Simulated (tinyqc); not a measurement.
Geometry relaxation of a small cluster: one step, computed by the program tinyqc.

E = sum_(i<j) phi(r_ij), phi(r) = eps [exp(-2 alpha (r - r0)) - 2 exp(-alpha (r - r0))]; the force on i is -sum_j phi'(r_ij) (R_i - R_j)/r_ij.

Problem. The first two steps. Steepest descent: R(new) = R + eta F. No atom moves more than 0.3 angstrom a step (the whole step is scaled). Stop when the largest force component is below 1e-5 eV/angstrom.

Inputs (values chosen for the exercise, for model atoms):
```
quantity,value,unit
length r0,3.01,angstrom
well depth eps,0.49,eV
stiffness alpha,1.62,1/angstrom
step factor eta,0.14,angstrom^2/eV
```

Potential: Morse. Method: steepest descent.

starting positions (angstrom):
```
,x,y,z
atom 1,0.22,-0.17,-0.2
atom 2,2.9,0.09,-0.08
atom 3,1.64,2.31,0.11
```

Give: positions after step 1; energy after step 1; positions after step 2; energy after step 2.

Solution.

positions after step 1 (angstrom):
```
,x,y,z
atom 1,0.089,-0.209,-0.209
atom 2,3.131,-0.102,-0.092
atom 3,1.541,2.540,0.131
```

energy after step 1 = -1.446 eV

positions after step 2 (angstrom):
```
,x,y,z
atom 1,0.115,-0.180,-0.205
atom 2,3.106,-0.081,-0.091
atom 3,1.538,2.492,0.126
```

energy after step 2 = -1.468 eV
